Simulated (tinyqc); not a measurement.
Comparisons within one model: deformation potentials from a strained empirical pseudopotential. A value that a table varies takes the place of the one given here.

Diamond lattice, no spin-orbit coupling. Atomic form factor V(q) = a1 (q^2 - a2)/(a3 exp(a4 q^2) - 1) in rydberg with q in 1/bohr, for the unstrained cell. Under a strain e the reciprocal vectors and k go over into (1 + e)^(-1) G, the atoms sit at +/- tau with tau = (1 + e) a (1,1,1)/8 - zeta a (eyz, ezx, exy)/4, and H(G,G') = c |k + G|^2 delta + (V(q)/det(1 + e)) cos(q.tau), q = G - G', with the term q = 0 left out; c = hbar^2/2m0. The basis is fixed before straining: all G with |k + G|^2 up to 16 (2 pi/a)^2. k is given in units of 2 pi/a of the unstrained cell.

Constants: hbar^2/2m0 = 3.80998211 eV angstrom^2; Ry = 13.60569312 eV; a0 (Bohr radius) = 0.5291772105 angstrom.

Inputs chosen for the exercise (near those of Si; shifted at random, so the results belong to these values and not to a real crystal):

| symbol | value | unit | meaning |
|---|---|---|---|
| a | 5.428 | angstrom | lattice constant |
| A | (0.536, 2.215, 2.075, 0.49) |  | a1 (Ry bohr^2), a2 (1/bohr^2), a3, a4 (bohr^2) |
| h | 0.004 |  | size of the test strain |
| kD | 0.82 | 2 pi/a | position of the Delta minimum |
| a1 | 0.536 |  |  |
| a2 | 2.215 |  |  |
| a3 | 2.075 |  |  |
| a4 | 0.49 |  |  |

## The internal displacement

Xu of L (level 5, the lowest empty one) and d from exy = eyz = ezx = h for several zeta: Xu = [E(L [111]) - E(L [1-1-1])]/((8/3) h), d = (single valence level - pair)/(3 sqrt(3) h). zeta = 0 strains the bonds with the lattice; zeta = 1 keeps all four bond lengths equal to first order.

Results:

| zeta | Xu (L) (eV) | d (eV) |
|---|---|---|
| 0.00 | 11.06 | 0.58 |
| 0.25 | 11.49 | -1.72 |
| 0.50 | 11.93 | -4.01 |
| 0.60 | 12.12 | -4.93 |
| 0.75 | 12.39 | -6.31 |
| 1.00 | 12.87 | -8.60 |

From zeta = 0 to 1, d goes from 0.58 to -8.60 eV and Xu (L) from 11.06 to 12.87 eV, both nearly linearly: the displacement is an optical-phonon mode, and d = d(0) - zeta d0/4 gives its deformation potential d0 = 37 eV. Leaving the relaxation out (zeta = 0 for 0.5) moves d by +4.59 eV, which reverses its sign, and Xu (L) by -0.88 eV. Tetragonal strain has no such freedom.

## Size of the test strain

e = diag(-h/2, -h/2, h). Xu = [E(Delta z) - E(Delta x)]/(1.5 h) at fixed kD, b = [E(Z) - E(X, Y)]/(4.5 h); one-sided from +h alone, central from +h and -h.

Results (eV):

| h | Xu one-sided | Xu central | b one-sided | b central |
|---|---|---|---|---|
| 0.0010 | 8.038 | 8.043 | -3.281 | -3.277 |
| 0.0025 | 8.031 | 8.043 | -3.288 | -3.277 |
| 0.0050 | 8.018 | 8.043 | -3.298 | -3.277 |
| 0.0100 | 7.994 | 8.044 | -3.318 | -3.278 |
| 0.0200 | 7.949 | 8.048 | -3.359 | -3.278 |
| 0.0300 | 7.905 | 8.055 | -3.401 | -3.280 |

From h = 0.001 to 0.03 the one-sided Xu drifts by -0.133 eV and the central one by +0.012 eV; for b the drifts are -0.119 and -0.002 eV. The central difference cancels the term of second order in the strain, so its error goes as h^2. At h = 0.02 the linear law errs by 1.2 % for the valley splitting and 2.5 % for the valence splitting.

## What each parameter of the potential does

Gaps from the valence top to level 8 at Gamma and level 5 at (kD,0,0) and L, and their deformation potentials [E(+h) - E(-h)]/(3 ln((1 + h)/(1 - h))) for e = +/- h 1, h = 0.002. The row for the lattice constant keeps V(q) without the volume factor, so it is not a strain. Each row changes one parameter from the base and keeps the others.

Results:

| case | Gamma (eV) | Delta (eV) | L (eV) | potential Gamma (eV) | potential Delta (eV) | potential L (eV) |
|---|---|---|---|---|---|---|
| base | 3.892 | 1.057 | 1.903 | -8.71 | 2.64 | -1.91 |
| a = 5.374 angstrom | 4.017 | 0.760 | 1.803 | -8.41 | 2.94 | -1.74 |
| a1 = 0.541 | 3.933 | 1.124 | 1.952 | -8.78 | 2.63 | -1.92 |
| a2 = 2.193 | 4.007 | 0.983 | 1.908 | -8.64 | 2.69 | -1.88 |
| a3 = 2.054 | 3.938 | 1.152 | 1.968 | -8.80 | 2.64 | -1.91 |
| a4 = 0.495 | 3.800 | 0.972 | 1.828 | -8.54 | 2.71 | -1.83 |

The largest shifts from the base row, up to three for each result and ties (the steps differ in size, so this ranks the rows, not the parameters). Gamma (eV): a +0.125, a2 +0.115, a4 -0.092. Delta (eV): a -0.297, a3 +0.095, a4 -0.085. L (eV): a -0.100, a4 -0.075, a3 +0.065. potential Gamma (eV): a +0.30, a4 +0.17, a3 -0.09. potential Delta (eV): a +0.30, a4 +0.08, a2 +0.05; unchanged at the printed digits by a3. potential L (eV): a +0.17, a4 +0.08, a2 +0.03; unchanged at the printed digits by a3.

Computed by tinyqc, a small Python program: `OMP_NUM_THREADS=1 python tinyqc.py 1850690 1850691 out.jsonl` (the numbers bound the seed that draws the inputs); one thread of a shared host (Intel(R) Xeon(R) Processor @ 2.30GHz), about 0.3 s for the whole set of steps.
